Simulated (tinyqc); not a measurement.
Epitaxial growth on a vicinal surface: Burton-Cabrera-Frank step flow, step-edge barrier and island nucleation: one step, computed by the program tinyqc.

Adatoms land at rate F, hop on a square grid (a simplification for hexagonal faces), desorb, or join steps. Lengths are in units of a and n is the adatom coverage. Steps ascend at x = 0 and descend at x = l.

Question. Terrace solution. D n'' - n/tau + F = 0 with n(0) = n_eq and -l_s n'(l) = n(l) - n_eq. With u = n - F tau, A = n_eq - F tau, y = l/x_s, s = l_s/x_s: u = A cosh(x/x_s) + B sinh(x/x_s), B = A (1 - cosh y - s sinh y)/(sinh y + s cosh y). Flux into the ascending step J+ = D B/x_s, over the descending one J- = -(D/x_s)(A sinh y + B cosh y); step velocity J+ + J-; growth rate (J+ + J-)/l. For small y: J+ + J- = (F - n_eq/tau) l, J-/J+ = l/(l + 2 l_s). The coverage peaks where n' = 0, tanh(x/x_s) = -B/A.

Inputs (values chosen for the exercise, close to those used for GaN(0001)): deposition rate F = 0.06 layers/s; temperature T = 850 C.

D = 2.001148e+07 a^2/s

lifetime tau = 0.2688397 s

diffusion length x_s = 2319.457 a

equilibrium coverage n_eq = 2.460497e-06

terrace width l = 5.777056 a

Schwoebel length l_s = 0 a

Give: J+; J-; growth rate; peak coverage; position of the peak.

Answer.

J+ = 0.17329 atoms per step site and s

J- = 0.17329 atoms per step site and s

growth rate = 0.059991 layers/s

peak coverage = 2.4730e-06

position of the peak = 2.8885 a

Caution: terraces under ten sites wide are at the edge of a continuum description.
